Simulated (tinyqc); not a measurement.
# Changing the specularity p

Model: size effects in the resistivity of thin metal films and interconnect lines. Computed by tinyqc, a small Python program. Command: `OMP_NUM_THREADS=1 python tinyqc.py 3026179 3026180 out.jsonl size sweep`. One thread of a shared host (Intel(R) Xeon(R) Processor @ 2.30GHz), about 0.01 s of CPU time with the checks.

Electrons lose their drift at surfaces (a share 1 - p of the hits) and at grain boundaries (reflection R), besides bulk scattering. The line sits in a trench with a non-conducting liner on both walls and the bottom; the spacing equals the drawn width.

Inputs (values chosen for the exercise, modelled on nickel):
```
quantity                          value         unit
bulk resistivity rho_b             6.88  microohm cm
bulk mean free path lambda         5.69           nm
grain-boundary reflection R        0.28            -
drawn line width w                  150           nm
grain size over metal width         0.7            -
aspect ratio (height over width)    1.8            -
liner thickness t                   2.9           nm
line length                          29   micrometre
permittivity of the dielectric k    2.5            -
```

Geometry: line.

Constants: eps_0 = 8.8541878128e-12 F/m.

Method:
- Metal width w_m = w - 2t, height h_m = (aspect ratio) w - t, grain size D = (ratio) w_m.
- Mayadas-Shatzkes: alpha = (lambda/D) R/(1 - R); rho_b/rho = 1 - 3 alpha/2 + 3 alpha^2 - 3 alpha^3 ln(1 + 1/alpha).
- Fuchs-Sondheimer film: rho_b/rho = 1 - (3/(2 kappa))(1 - p) int_0^1 (s - s^3)(1 - exp(-kappa/s))/(1 - p exp(-kappa/s)) ds, f = rho/rho_b, kappa = thickness/lambda, 80 Gauss-Legendre points.
- Line: the excess of a film of thickness w_m and of a film of thickness h_m are added, rho/rho_b = 1 + (f(w_m) - 1) + (f(h_m) - 1), an estimate that holds best when both sides exceed lambda.
- Total: rho = rho_b [1 + surface excess + grain excess]; resistance per length rho/(w_m h_m); capacitance per length C = 2 k eps_0 (aspect ratio + 1/2), a parallel-plate estimate for two neighbours plus a fixed term for the planes above and below; delay 0.38 R C L^2; effective resistivity per drawn area.

One run for each value:
```
specularity p  resistivity rho (microohm cm)  rho/rho_b from surfaces
0.00                                  7.2630                   1.0231
0.15                                  7.2389                   1.0196
0.30                                  7.2149                   1.0161
0.45                                  7.1910                   1.0126
0.60                                  7.1672                   1.0092
0.75                                  7.1435                   1.0057
0.90                                  7.1199                   1.0023
0.99                                  7.1058                   1.0002
```

Describe and explain the trends.

Over the rows, resistivity rho (microohm cm) falls from 7.26 to 7.11; rho/rho_b from surfaces falls from 1.02 to 1.00. Even nearly specular surfaces leave rho at 1.03 times the bulk value, the grain-boundary part.

Extremes, crossings and ranges named in words are read from the listed rows.
